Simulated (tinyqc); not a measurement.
Diameter from the threshold shift.

Question. Undoped body with a flat potential across it, hard walls, transport along x. One isotropic valley (g = 1, mx = my = mz = me). Non-parabolicity enters the subband edges through E (1 + al E) = gamma, so E = 2 gamma/(1 + sqrt(1 + 4 al gamma)); motion within a subband is taken as parabolic with the band-edge mass. Energies are counted from the bulk band edge. gamma = C (2 z/(t + dl))^2 (1/my + 1/mz)/2, z the zeros of the Bessel functions J_l (2.404826, 3.831706, 5.135622, 5.520078, ...), twofold for l > 0; the mean inverse mass is an approximation for anisotropic valleys, C = hbar^2/(2 m0). Each subband has N_k = g sqrt(2 mx m0 kB T/(pi hbar^2)); without degeneracy n = exp(EF/Vt) sum N_k exp(-E_k/Vt). Classical value Nc times pi t^2/4, Nc = sum over valleys of 2 g (m m0 kB T/(2 pi hbar^2))^1.5 with m = (mx my mz)^(1/3). Threshold shift dVT = Vt ln(classical value/sum N_k exp(-E_k/Vt)). Find t and the lowest subband edge.

Values chosen for this exercise; masses close to those of InAs:
```
symbol   value  unit                                                meaning
T          300     K                                            temperature
me      0.0231    m0                                  mass at the band edge
al         2.8  1/eV                                       non-parabolicity
dl           0    nm  widening of the box by penetration into the insulator
```

Constants: q = 1.602176634e-19 C, kB = 1.380649e-23 J/K, hbar = 1.054571817e-34 J s, m0 = 9.1093837015e-31 kg, Vt = kB T/q, hbar^2/(2 m0) = 0.0380998212 eV nm^2. Results are converted to the units shown.

dVT = 153.30034 mV

Solution. dVT is evaluated for trial values of t with all subbands; between 1.5 and 25 nm one value matches.

t = 10.70 nm
E_1 = 209.9 meV

Program tinyqc, `OMP_NUM_THREADS=1 python tinyqc.py 2350102 2350103 out.jsonl`; Intel Xeon 2.30GHz, shared host, one thread, about 0.1 s.
